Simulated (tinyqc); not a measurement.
# Changing the anneal temperature T

Model: solubility, supersaturation, precipitation and gettering of an impurity in a silicon-like host. Computed by tinyqc, a small Python program. Command: `OMP_NUM_THREADS=1 python tinyqc.py 3024490 3024491 out.jsonl ripen sweep`. One thread of a shared host (Intel(R) Xeon(R) Processor @ 2.30GHz), about 0.01 s of CPU time with the checks.

The wafer was saturated at T1 and is then held at T.

Inputs (values chosen for the exercise, modelled on nickel in silicon):
```
quantity                                   value    unit
site density N0                            5e+22  1/cm^3
enthalpy of solution H                      1.73      eV
entropy of solution S                        2.9     k_B
diffusion prefactor D0                    0.0023  cm^2/s
migration energy Q                         0.461      eV
temperature of saturation T1                1325       K
sink density n                           1.6e+08  1/cm^3
initial sink radius r0                        12      nm
impurity density in the precipitate C_p  2.2e+22  1/cm^3
interface energy gamma                      0.51   J/m^2
anneal time t                                  6       s
```

Constants: k_B = 8.617333262e-05 eV/K; k_B = 1.380649e-23 J/K.

Method:
- C_eq(T) = N0 exp(S/k_B - H/(k_B T)); D(T) = D0 exp(-Q/(k_B T)); C0 = C_eq(T1). Supersaturation s = C0/C_eq(T); critical radius r* = 2 gamma/(C_p k_B T ln s); barrier W* = (4 pi/3) gamma r*^2. Strain energy is left out.
- tau0 = 1/(4 pi n r0 D); C_fixed(t) = C_eq + (C0 - C_eq) exp(-t/tau0). If all excess precipitates, the final radius is r_f = [r0^3 + 3 (C0 - C_eq)/(4 pi n C_p)]^(1/3), with tau_f = 1/(4 pi n r_f D).
- Growing sinks: with y = r/r_f and y0 = r0/r_f, dy/dt = (1 - y^3)/(3 tau_f y), which integrates to t/tau_f = F(y) - F(y0), F(y) = (1/2) ln[(1 + y + y^2)/(1 - y)^2] - sqrt(3) arctan[(2y + 1)/sqrt(3)]; the share of the excess left is (1 - y^3)/(1 - y0^3), and C(t) = C_eq + (C0 - C_eq) x share.

One run for each value; columns: (1) anneal temperature T (K); (2) C(t) with growing sinks (1/cm^3); (3) tau_f (s); (4) supersaturation s; (5) critical radius r* (nm); (6) W*/(k_B T):
```
(1)          (2)     (3)         (4)     (5)     (6)
729   2.0218e+17  13.145  2.3973e+05  0.3719    29.4
795   1.5940e+17   7.148  2.4368e+04  0.4182    34.0
861   1.0324e+17   4.268  3.5168e+03  0.4777    41.0
928   5.1484e+16   2.726  6.5319e+02  0.5583    52.0
994   2.0789e+16   1.862  1.5531e+02  0.6696    69.8
1060  1.0900e+16   1.339  4.4163e+01  0.8364   102.1
1130  1.8611e+16   0.997  1.3662e+01  1.1366   176.9
1190  4.3091e+16   0.818  5.5782e+00  1.6417   350.5
1260  1.0940e+17   0.732  2.1850e+00  3.4098  1427.7
```

Over the rows, C(t) with growing sinks (1/cm^3) goes from 2.02e17 through a minimum among these rows, 1.09e16 at 1060, to 1.09e17; tau_f (s) falls from 13.1 to 0.732 (exponent d ln y / d ln x -7.0 between the first rows and -2.0 between the last). When cold, diffusion is too slow for the time given; when hot, the solubility sets the floor.

Caution (rows 729, 795): the barrier to homogeneous nucleation is below 35 k_B T for these inputs, so new precipitates would form and outnumber the fixed sinks assumed here. Caution (rows 729): a critical radius of atomic size is outside the capillary model.

Extremes, crossings and ranges named in words are read from the listed rows.
